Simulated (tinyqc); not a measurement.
Resistance of a circular point contact between the ballistic and the diffusive limit: one step of the calculation.

Two half-spaces of a free-electron metal (one valley, spin 2) meet through a circular opening of radius a in an insulating sheet.

Problem. Fermi wave number and resistivity. kF = (3 pi^2 n)^(1/3), resistivity rho = hbar kF/(n q^2 l). Maxwell: RM = rho/(2 a); Sharvin: RS = 4 rho l/(3 pi a^2); interpolation R = RS + gamma RM, gamma = (1 + 0.83 K)/(1 + 1.33 K), K = l/a.

Inputs (values chosen for the exercise):
```
symbol,value,unit,meaning
n,5.7e21,cm^-3,free-electron density
l,4.9,nm,mean free path
a,11,nm,radius of the opening
```

Constants: q = 1.602176634e-19 C, hbar = 1.054571817e-34 J s. Results are converted to the units shown.

Find: kF; rho; modes (kF a)^2/4.

Solution.

kF = 5.5263 1/nm
rho = 81.286 uohm cm
modes (kF a)^2/4 = 923.82

Computed by the program tinyqc: `OMP_NUM_THREADS=1 python tinyqc.py 2760135 2760136 out.jsonl`, one thread of a shared Intel Xeon 2.30GHz, about 0.01 s for the whole run.
